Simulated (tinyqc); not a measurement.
Inside a calculation. Method: extended Hueckel theory, for BeH2+. The parameters take no account of the charge, which enters only through the electron count. Computed by tinyqc, a small Python program that keeps every step (integrals from PySCF). Settings: charge = 1, K = 1.75, weighted = 1, multiplicity = 2. Command: `OMP_NUM_THREADS=1 python tinyqc.py 26091 26092 out.jsonl` (the two numbers bound the seeds that draw the settings). One thread of a shared host (Intel(R) Xeon(R) Processor @ 2.60GHz), about 0.01 s of CPU time with the checks.

## Overlaps

Geometry (angstrom):
```
atom,x,y,z
Be,0.0000,0.0000,0.0000
H,0.0000,1.3860,0.0000
H,0.0000,-1.3770,0.0000
```

Parameters chosen for this run:
```
element,shell,Slater exponent,H_ii (eV)
H,1s,1.3000,-13.6000
Be,2s,0.9750,-10.0000
Be,2p,0.9750,-6.0000
```

Slater orbitals, each expanded in six Gaussians scaled to its exponent.

overlap S:
```
,1Be 2s,1Be 2px,1Be 2py,1Be 2pz,2H 1s,3H 1s
1Be 2s,1.0000,0.0000,0.0000,0.0000,0.4379,0.4408
1Be 2px,0.0000,1.0000,0.0000,0.0000,0.0000,0.0000
1Be 2py,0.0000,0.0000,1.0000,0.0000,0.5325,-0.5346
1Be 2pz,0.0000,0.0000,0.0000,1.0000,0.0000,0.0000
2H 1s,0.4379,0.0000,0.5325,0.0000,1.0000,0.0261
3H 1s,0.4408,0.0000,-0.5346,0.0000,0.0261,1.0000
```

## Wolfsberg-Helmholz matrix

diagonal H_ii (eV): 1Be 2s -10.0000, 1Be 2px -6.0000, 1Be 2py -6.0000, 1Be 2pz -6.0000, 2H 1s -13.6000, 3H 1s -13.6000

K = 1.7500

H_ij = K' S_ij (H_ii + H_jj)/2 for i != j (the diagonal keeps H_ii), with K' = K + D^2 + D^4 (1 - K), D = (H_ii - H_jj)/(H_ii + H_jj), K = 1.75.

H (eV):
```
,1Be 2s,1Be 2px,1Be 2py,1Be 2pz,2H 1s,3H 1s
1Be 2s,-10.0000,0.0000,0.0000,0.0000,-9.1598,-9.2211
1Be 2px,0.0000,-6.0000,0.0000,0.0000,0.0000,0.0000
1Be 2py,0.0000,0.0000,-6.0000,0.0000,-9.8293,9.8669
1Be 2pz,0.0000,0.0000,0.0000,-6.0000,0.0000,0.0000
2H 1s,-9.1598,0.0000,-9.8293,0.0000,-13.6000,-0.6214
3H 1s,-9.2211,0.0000,9.8669,0.0000,-0.6214,-13.6000
```

## Orbitals

valence electrons = 3

Solve H C = S C e through S^(-1/2); fill by pairs from the bottom, a degenerate level sharing its electrons equally; each orbital has its largest coefficient positive (the first on a tie).

orbital energies (eV): -15.6789  -14.4427  -6.0000  -6.0000  2.6609  19.8753

occupations: 2.0000  1.0000  0.0000  0.0000  0.0000  0.0000

coefficients:
```
,MO1,MO2,MO3,MO4,MO5,MO6
1Be 2s,0.3988,0.0009,0.0000,0.0000,1.2016,-0.0156
1Be 2px,0.0000,0.0000,0.8601,-0.5102,0.0000,0.0000
1Be 2py,-0.0009,0.2798,0.0000,0.0000,0.0120,1.5262
1Be 2pz,0.0000,0.0000,0.5102,0.8601,0.0000,0.0000
2H 1s,0.4899,0.5540,0.0000,0.0000,-0.7403,-0.9555
3H 1s,0.4937,-0.5489,0.0000,0.0000,-0.7283,0.9752
```

sum of one-electron energies = -45.8005 eV

Within a degenerate level the vectors are fixed only up to a rotation; this is one choice.

## Mulliken analysis

P = C n C^T; charge = valence electrons (H 1, Be 2) minus the sum of (P S)_ii on the atom; overlap population = 2 sum P_ij S_ij between two atoms.

charges: 1Be 1.0943, 2H -0.0450, 3H -0.0493

Overlap populations:
```
pair,value
2-1,0.506823
3-1,0.511784
3-2,0.009378
```
